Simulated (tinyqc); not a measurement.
Changing the activation volume V_k: oxidation of curved silicon (wires and holes): cylindrical Deal-Grove kinetics with stress-retarded reaction. Computed by tinyqc, a small Python program. Command: `OMP_NUM_THREADS=1 python tinyqc.py 3015410 3015411 out.jsonl wireox sweep`. One thread of a shared host (Intel(R) Xeon(R) Processor @ 2.30GHz), about 0.03 s of CPU time with the checks.

Silicon fills r < a and oxide a < r < b. One volume of silicon gives 2.25 volumes of oxide, and the length is fixed.

Inputs (values chosen for the exercise, close to those used for silicon in dry oxygen):
```
quantity,value,unit
prefactor B0,721,um^2/h
activation energy E_B,1.22,eV
prefactor (B/A)0,5.02e+06,um/h
activation energy E_A,1.99,eV
starting silicon radius a0,23,nm
starting oxide x_i,3,nm
viscosity prefactor eta0,7.3e-09,Pa s
viscosity energy E_eta,5.55,eV
critical shear stress s_c,58,MPa
temperature T,1025,C
time t,0.2,h
```

Shape: wire (convex).

Constants: k_B = 8.617333262e-05 eV/K.

Method:
- B = B0 exp(-E_B/(k_B T)), B/A = (B/A)0 exp(-E_A/(k_B T)), eta = eta0 exp(E_eta/(k_B T)); 1 um = 1000 nm.
- Temperatures in kelvin are T(C) + 273.15.
- Geometry: b^2 = b0^2 + 1.25 (a0^2 - a^2), b0 = a0 + x_i.
- Rate of oxide made per interface area: q = 1/[1/k + 2 a |ln(b/a)|/B], and |da/dt| = q/2.25. Reaction k = (B/A) exp(-sigma V_k/(k_B T)). New oxide pushes the old with radial speed u = 1.25 |da/dt| at r = a; the shear stress at radius r is s_c asinh(z a^2/r^2), z = 2 eta u/(a s_c) (Eyring flow), and the compressive normal stress at the interface is sigma = |int_a^b 2 s/r dr| = s_c |F(z) - F(z a^2/b^2)|, F(y) = int_0^y asinh(w)/w dw. q and sigma are solved together. 1 MPa angstrom^3 = 6.241509e-6 eV.
- Integrate da/dt adaptively (tolerance 1e-8); a wire counts as consumed at a = 0.5 nm and a hole as closed at b = 0.5 nm. Planar reference: x^2 + A x = B t + x_i^2 + A x_i, A = B/(B/A).

One run for each value:
```
activation volume V_k (angstrom^3),oxide thickness (nm),normal stress at time t (MPa),ratio to the planar thickness
2,16.398,538.63,0.85009
5,15.883,513.75,0.82341
10,15.121,478.09,0.78388
15,14.455,448.07,0.74938
20,13.868,422.37,0.71892
30,12.873,380.47,0.66737
40,12.059,347.58,0.62518
```

What does the table show, and why?

Over the rows, oxide thickness (nm) falls from 16.4 to 12.1 (exponent d ln y / d ln x -0.035 between the first rows and -0.23 between the last); normal stress at time t (MPa) falls from 539 to 348 (exponent d ln y / d ln x -0.052 between the first rows and -0.31 between the last); ratio to the planar thickness falls from 0.850 to 0.625 (exponent d ln y / d ln x -0.035 between the first rows and -0.23 between the last). Feedback: a slower reaction pushes the oxide less, so the stress itself falls as V_k grows.

Caution (all rows): planar dry oxides this thin grow faster than Deal-Grove predicts. Caution (all rows): the oxide is taken as a purely viscous fluid in steady flow; elasticity, stress-dependent diffusion and thin-oxide enhancement are left out.
